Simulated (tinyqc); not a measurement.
Resistance of a tapered via with liner, size effect and interface: one step of the calculation.

A round via whose diameter grows from db at the bottom as D(z) = db + 2 z/tan(ang). The fill, of diameter D - 2 tl, starts above the bottom liner (thickness fb tl) and has rho = rho0 (1 + ks lam/(D - 2 tl)); the sidewall liner conducts in parallel with it. The bottom liner and the interface are crossed over the full area pi db^2/4. Spreading in the lines above and below is left out.

Problem. Slices of the via. Slices between z0 = fb tl and hv, evaluated at their midpoints: conductance per length pi/4 [(D - 2 tl)^2/rho + (D^2 - (D - 2 tl)^2)/rl], slice resistance = slice height over that. 10 slices.

Inputs (values chosen for the exercise); fill metal close to tungsten:
- db = 23 nm (diameter at the bottom)
- hv = 37 nm (height)
- ang = 87 degrees (sidewall angle)
- rho0 = 5.38 uohm cm (bulk resistivity of the fill)
- lam = 15.8 nm (mean free path of the fill)
- ks = 0.9 (size-effect factor)
- tl = 2 nm (liner on the sidewall)
- fb = 0.5 (liner at the bottom over that on the sidewall)
- rl = 270 uohm cm (resistivity of the liner)

Wanted: z; D; rho; slice resistance.

Solution.

```
slice  z (nm)  D (nm)  rho (uohm cm)  slice resistance (ohm)
0      2.8000  23.293         9.3453                  1.1328
1      6.4000  23.671         9.2692                  1.0814
2      10.000  24.048         9.1960                  1.0333
3      13.600  24.425         9.1255                 0.98823
4      17.200  24.803         9.0576                 0.94598
5      20.800  25.180         8.9920                 0.90630
6      24.400  25.557         8.9288                 0.86901
7      28.000  25.935         8.8678                 0.83391
8      31.600  26.312         8.8088                 0.80084
9      35.200  26.690         8.7518                 0.76964
```

Numbers from tinyqc (`OMP_NUM_THREADS=1 python tinyqc.py 2750172 2750173 out.jsonl`; about 0.01 s on one thread of a shared Intel Xeon 2.30GHz).
